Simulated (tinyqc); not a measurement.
# Changing the temperature T

Model: microkinetic model of a Langmuir-Hinshelwood surface reaction A + (1/2) B2 = AB with Bronsted-Evans-Polanyi barriers. Computed by tinyqc, a small Python program. Command: `OMP_NUM_THREADS=1 python tinyqc.py 3018491 3018492 out.jsonl microkin sweep`. One thread of a shared host (Intel(R) Xeon(R) Processor @ 2.30GHz), about 0.01 s of CPU time with the checks.

A adsorbs in equilibrium; B2 dissociates irreversibly on two free sites; adsorbed A and B react irreversibly and AB leaves at once. theta_A + theta_B + theta_* = 1.

Inputs (values chosen for the exercise, for a model catalyst):
```
quantity                              value   unit
adsorption energy of A, E_A           -1.22     eV
adsorption energy per B atom, E_B      -1.3     eV
entropy loss of A, S_A                  1.2  meV/K
entropy loss of B2, S_B                 1.5  meV/K
slope a1 of the dissociation barrier   0.62      -
intercept b1                            1.5     eV
slope a2 of the reaction barrier       0.41      -
intercept b2                           0.38     eV
pressure p_A                           0.23    bar
pressure p_B                          0.016    bar
```

Constants: k_B = 8.617333262e-05 eV/K; hbar = 6.582119569e-16 eV s.

Method:
- K_A = exp(-(E_A + T S_A)/(k_B T)) per bar; barriers E1 = max(b1 + a1 2 E_B, 0), E2 = b2 - a2 (E_A + E_B); k1 = (k_B T/h) exp(-S_B/k_B) exp(-E1/(k_B T)) per bar, k2 = (k_B T/h) exp(-E2/(k_B T)), h = 2 pi hbar.
- theta_A = K_A p_A theta_*; 2 k1 p_B theta_*^2 = k2 theta_A theta_B, so theta_B = w theta_* with w = 2 k1 p_B/(k2 K_A p_A); theta_* = 1/(1 + K_A p_A + w); rate r = k2 theta_A theta_B.
- From r = 2 k1 p_B theta_*^2: order in p_B and degree of control of step 1 = 1 - 2 theta_B; control of step 2 = 2 theta_B; order in p_A = 2 (theta_B - theta_A). Apparent energy = (E1 + k_B T)(1 - 2 theta_B) + (E2 + k_B T) 2 theta_B + E_A x order in p_A.

One run for each value:
```
temperature T (K)  rate r (1/s per site)  apparent activation energy (eV)  theta_A     theta_B     theta_*
525                           8.5803e-07                           2.4852  0.99999  2.8883e-06  9.4301e-06
588                           3.1057e-04                           2.4902  0.99980  3.2859e-05  1.6953e-04
650                           3.3808e-02                           2.4914  0.99809  2.2666e-04  1.6823e-03
712                           1.6106e+00                           2.4720  0.98780  1.1069e-03  1.1094e-02
775                           4.0466e+01                           2.3683  0.94258  4.1171e-03  5.3301e-02
838                           5.0167e+02                           2.0488  0.80830  1.1216e-02  1.8048e-01
900                           2.7550e+03                           1.4784  0.57079  2.1093e-02  4.0812e-01
```

What does the table show?

Over the rows, rate r (1/s per site) rises from 8.58e-7 to 2750 (exponent d ln y / d ln x 52 between the first rows and 24 between the last); apparent activation energy (eV) goes from 2.49 through a maximum among these rows, 2.49 at 650, to 1.48; theta_A falls from 1.000 to 0.571 (exponent d ln y / d ln x -0.0017 between the first rows and -4.9 between the last).  Left out: 400, 462 (the rate is out of a useful range).

Caution (all rows): the linear relation gives a negative E1, which is set to zero: dissociation is not activated.

Extremes, crossings and ranges named in words are read from the listed rows.
